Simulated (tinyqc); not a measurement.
## Loss and coupling from a measured resonance

Inverse problem. An all-pass ring of radius Rr has F = FSR/FWHM = pi sqrt(a t)/(1 - a t) and Tmin = (a - t)^2/(1 - a t)^2; it is known to be undercoupled (t > a). a = 10^(-al L/20), L = 2 pi Rr, k2 = 1 - t^2, FSR = lam^2/(ng L). Find ng, al and k2.

Parameters, values chosen for the exercise:
- lam = 1550 nm (cold resonance wavelength)
- Rr = 30 um (ring radius)

FSR = 5.928213190 nm
FWHM = 16.04057724 pm
Tmin (linear) = 0.1072774688

Solution. The finesse gives the product a t, Tmin the difference |a - t|; the spectrum alone cannot tell which is which.

ng = 2.150
al = 2.600 dB/cm
k2 = 0.005700

Numbers from tinyqc (`OMP_NUM_THREADS=1 python tinyqc.py 2650047 2650048 out.jsonl`; about 0.01 s on one thread of a shared Intel Xeon 2.30GHz).
